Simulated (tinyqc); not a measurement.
Tunnelling through a gate dielectric with the two-band (Franz) dispersion, WKB transmission and Tsu-Esaki current: two steps of the calculation.

Electrons leave the emitter at x = 0. Energies E (motion across the layers) are in eV from the emitter Fermi level; the collector Fermi level lies at -V and offers states at every E. No charge in the dielectric and no image force: F1 = V/t1, U = phi1 - F1 x. With C = hbar^2/(2 m0), kappa = sqrt(m u (1 - u/Egx)/C), u = U - E where U > E and 0 elsewhere; T(E) = exp(-S), S = 2 times the integral of kappa over x.

Values chosen for this exercise; dielectric values close to those of aluminium oxide: temperature T = 400 K; Fermi energy of the emitter above its band bottom Ef = 0.14 eV; emitter mass in the supply function me = 1 m0; barrier of layer 1 above the emitter Fermi level at zero bias phi1 = 2.49 eV; tunnelling mass of layer 1 m1 = 0.4 m0; thickness of layer 1 t1 = 2.3 nm; gap parameter of the two-band dispersion, set freely Egx = 5.7 eV; voltage across the dielectric V = 0.8 V; energy of the electron followed E = -0.09 eV; lower end of the energy grid Ea = -0.14 eV; upper end of the energy grid Eb = 0.33 eV; points of the energy grid nE = 9.

Constants: q = 1.602176634e-19 C, kB = 1.380649e-23 J/K, hbar = 1.054571817e-34 J s, m0 = 9.1093837015e-31 kg, Vt = kB T/q, hbar^2/(2 m0) = 0.0380998212 eV nm^2. Results are converted to the units shown.

Task 1. WKB exponent in closed form. Each layer adds (2/F) sqrt(m/C) [G(u at its left edge) - G(u at its right edge)] to S, with u = U - E (0 where negative) and G(u) = Egx^1.5 (th - sin(4 th)/4)/4, th = arcsin sqrt(u/Egx). The slope follows from 1/d = -dS/dE.

Find: S; T(E); energy d over which T(E) grows by a factor e.

Result 1.

S = 17.23
T(E) = 3.290e-8
energy d over which T(E) grows by a factor e = 0.6549 eV

The midpoint rule gives S = 17.232, so its T(E) is 0.18 % below this value. The band edge stays above E through the whole stack: direct tunnelling through a trapezoid.

Task 2. Current density on a coarse energy grid. J = J0 times the integral of T(E) N(E) dE, N = ln[(1 + exp(-E/Vt))/(1 + exp((-E - V)/Vt))], J0 = q^2 me m0 kB T/(2 pi^2 hbar^3) (times 1e-4 for A/cm^2 per eV), by Simpson's rule on nE equally spaced points from Ea to Eb.

Find: E; T(E); N; T(E) N; J0; J.

Result 2.

| point | E (eV) | T(E) | N | T(E) N |
|---|---|---|---|---|
| 0 | -0.1400 | 3.057e-8 | 4.079 | 1.247e-7 |
| 1 | -0.0813 | 3.334e-8 | 2.448 | 8.161e-8 |
| 2 | -0.0225 | 3.667e-8 | 1.072 | 3.931e-8 |
| 3 | 0.0362 | 4.068e-8 | 0.2996 | 1.219e-8 |
| 4 | 0.0950 | 4.552e-8 | 0.06160 | 2.804e-9 |
| 5 | 0.1537 | 5.138e-8 | 0.01149 | 5.904e-10 |
| 6 | 0.2125 | 5.853e-8 | 0.002100 | 1.229e-10 |
| 7 | 0.2712 | 6.729e-8 | 3.822e-4 | 2.572e-11 |
| 8 | 0.3300 | 7.811e-8 | 6.953e-5 | 5.431e-12 |

J0 = 5.578e8 A/(cm^2 eV)
J = 6.411 A/cm^2

The integrand peaks at E = -0.140 eV among these points.

Numbers from tinyqc (`OMP_NUM_THREADS=1 python tinyqc.py 2540032 2540033 out.jsonl`; about 0.01 s on one thread of a shared Intel Xeon 2.30GHz).
